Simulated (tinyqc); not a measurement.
Trap density from the barrier height.

Question. In a partly depleted grain with all boundary traps filled, 2 N W = Qt and VB = q N W^2/(2 eps0 eps_r). Find Qt, W and the doping at which VB would equal Vt.

Values chosen for this exercise: temperature T = 300 K; relative permittivity eps_r = 11.7.

Constants: q = 1.602176634e-19 C, kB = 1.380649e-23 J/K, Vt = kB T/q, eps0 = 8.8541878128e-14 F/cm where lengths are in cm. Results are converted to the units shown.

doping = 1.1e18 cm^-3
barrier height = 0.10984319 V

Answer. Eliminating W gives VB = q Qt^2/(8 eps0 eps_r N), which falls as 1/N.

Qt = 2.50e12 cm^-2
W = 11.4 nm
doping for VB = Vt = 4.67e18 cm^-3

tinyqc, about 0.01 s, one thread, Intel Xeon 2.30GHz (shared host): `OMP_NUM_THREADS=1 python tinyqc.py 2830277 2830278 out.jsonl`
